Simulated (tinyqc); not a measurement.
Inside a calculation. Method: Born-Oppenheimer dynamics on the RHF/sto-3g surface (energies and gradients from PySCF), for BeH+, spin multiplicity 1. Computed by tinyqc, a small Python program that keeps every step (integrals from PySCF). Settings: charge = 1, multiplicity = 1, basis = sto-3g, time step (fs) = 2.0, steps = 16. Command: `OMP_NUM_THREADS=1 python tinyqc.py 31351 31352 out.jsonl` (the two numbers bound the seeds that draw the settings). One thread of a shared host (Intel(R) Xeon(R) Processor @ 2.60GHz), about 0.8 s of CPU time with the checks.

## Velocity Verlet step 1

positions (bohr):
```
,x,y,z
1Be,0.000000,0.000000,0.000000
2H,0.000000,0.000000,2.158067
```

velocities (bohr per atomic time unit):
```
,x,y,z
1Be,0.000009656,-0.000054113,-0.000018406
2H,-0.000086344,0.000483887,0.000164594
```

gradient (hartree/bohr):
```
,x,y,z
1Be,0.00000000,0.00000000,0.10467661
2H,0.00000000,0.00000000,-0.10467661
```

masses (electron masses): 1Be 16428.202802, 2H 1837.152588

gradient after step 1 (hartree/bohr):
```
,x,y,z
1Be,-0.00008735,0.00048951,0.02629736
2H,0.00008735,-0.00048951,-0.02629736
```

dt = 2 fs = 82.6827 atomic units; x' = x + v dt - g dt^2 / (2m); after the new gradient g', v' = v - (g + g') dt / (2m).

positions after step 1 (bohr):
```
,x,y,z
1Be,0.000798,-0.004474,-0.023302
2H,-0.007139,0.040009,2.366438
```

velocities after step 1 (bohr per atomic time unit):
```
,x,y,z
1Be,0.000009876,-0.000055345,-0.000348001
2H,-0.000088310,0.000494903,0.003111896
```

## Velocity Verlet step 2

gradient after step 2 (hartree/bohr):
```
,x,y,z
1Be,0.00023841,-0.00133610,-0.04008982
2H,-0.00023841,0.00133610,0.04008982
```

As before.

positions after step 2 (bohr):
```
,x,y,z
1Be,0.001633,-0.009152,-0.057547
2H,-0.014603,0.081840,2.672667
```

velocities after step 2 (bohr per atomic time unit):
```
,x,y,z
1Be,0.000009495,-0.000053214,-0.000313292
2H,-0.000084910,0.000475852,0.002801525
```

## Energy conservation

The total energy should stay constant up to terms of order dt^2; the step counts as short enough if it moves by less than 2 % of the largest kinetic energy.

Trajectory:
```
time (fs),1Be-2H (angstrom),potential (hartree),kinetic (hartree),total (hartree)
0.000000,1.142000,-14.64885897,0.00027442,-14.64858456
2.000000,1.264822,-14.66338096,0.01014827,-14.65323269
4.000000,1.445595,-14.65974107,0.00825434,-14.65148673
6.000000,1.538802,-14.65082379,0.00046860,-14.65035518
8.000000,1.501122,-14.65484190,0.00406751,-14.65077439
10.000000,1.348091,-14.66452360,0.01174887,-14.65277473
12.000000,1.173663,-14.65440018,0.00339283,-14.65100734
14.000000,1.177002,-14.65490383,0.00370264,-14.65120118
16.000000,1.352980,-14.66442368,0.01168847,-14.65273522
18.000000,1.503624,-14.65459113,0.00382863,-14.65076250
20.000000,1.537808,-14.65093618,0.00055276,-14.65038342
22.000000,1.441483,-14.66004868,0.00848870,-14.65155998
24.000000,1.259907,-14.66312506,0.00989689,-14.65322817
26.000000,1.141773,-14.64881410,0.00025105,-14.64856306
28.000000,1.253666,-14.66276622,0.00955501,-14.65321121
30.000000,1.436118,-14.66043754,0.00878202,-14.65165552
32.000000,1.536396,-14.65109517,0.00067398,-14.65042119
```

The total energy moves within 4.7e-03 hartree; that is over 2 % of the largest kinetic energy, so the time step is too long.
